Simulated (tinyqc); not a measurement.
## MOSFET in the linear regime without short-channel effects, parameter extraction from computed curves: extraction methods against the drawn gate length

Inversion charge Q = Cox n Vt W0(exp((Vg - VT)/(n Vt))), W0 the Lambert function and n = nf; u = Q/Cox; mobility mu = mu0/(1 + th1 u + th2 u^2); channel resistance Rch = (L - dL)/(W mu Q); Id = Vd/(Rch + Rsd/W). Cox = eps0 eox/tox. Small Vd, no channel-length or drain effects.

From the continuous curve Id(Vg): tangent at peak gm (V_ext = Vg - Id/gm); constant current Id = 0.1 uA W/L; peak of d2Id/dVg2; Y = Id/sqrt(gm) drawn through Vg = VT + 0.6 and VT + 0.8 V, with intercept VT_Y and slope s. Mobilities gm,max L/(W Cox Vd) and s^2 L/(W Cox Vd) with the drawn L. Last column: share of Rsd/W in the total resistance at VT + 0.8 V.

Inputs (values chosen for the exercise); channel values of the order met in silicon transistors:

| symbol | value | unit | meaning |
|---|---|---|---|
| T | 300 | K | temperature |
| eox | 3.9 |  | relative permittivity of the gate insulator (close to silicon dioxide) |
| tox | 7.5 | nm | insulator thickness |
| mu0 | 210 | cm^2/(V s) | low-field mobility |
| th1 | 0.19 | 1/V | first mobility attenuation factor |
| th2 | 0 | 1/V^2 | second mobility attenuation factor |
| VT | 0.29 | V | threshold voltage |
| nf | 1.24 |  | body factor |
| W | 1 | um | gate width |
| dL | 0.007 | um | drawn less effective length |
| Rsd | 84 | ohm um | source plus drain resistance |
| Vd | 0.05 | V | drain voltage |

Constants: q = 1.602176634e-19 C, kB = 1.380649e-23 J/K, Vt = kB T/q, eps0 = 8.8541878128e-14 F/cm where lengths are in cm. Results are converted to the units shown.

Extraction methods against the drawn gate length:
```
L (um)	V_ext (V)	constant current (V)	second derivative (V)	VT_Y (V)	mobility from gm (cm^2/(V s))	mobility from Y (cm^2/(V s))	series share (%)
0.03	0.293	0.284	0.281	0.335	193	247	17.9
0.062	0.301	0.291	0.281	0.335	179	214	8.37
0.13	0.306	0.294	0.282	0.335	174	200	3.92
0.27	0.308	0.295	0.282	0.335	172	194	1.87
0.56	0.310	0.296	0.282	0.335	171	192	0.900
1.2	0.310	0.297	0.282	0.335	170	191	0.419
2.4	0.311	0.297	0.282	0.335	170	190	0.210
5	0.311	0.297	0.282	0.335	170	190	0.101
```

The model has VT = 0.29 V and mu0 = 210 cm^2/(V s). Over the table the extracted thresholds move by 18 mV (tangent), 13 mV (constant current), 2.0 mV (second derivative), under 0.5 mV (Y function). The mobility from gm falls from 193 to 170 and that from Y falls from 247 to 190 cm^2/(V s).

Computed by the program tinyqc: `OMP_NUM_THREADS=1 python tinyqc.py 2210089 2210090 out.jsonl`, one thread of a shared Intel Xeon 2.30GHz, about 0.01 s for the whole run.
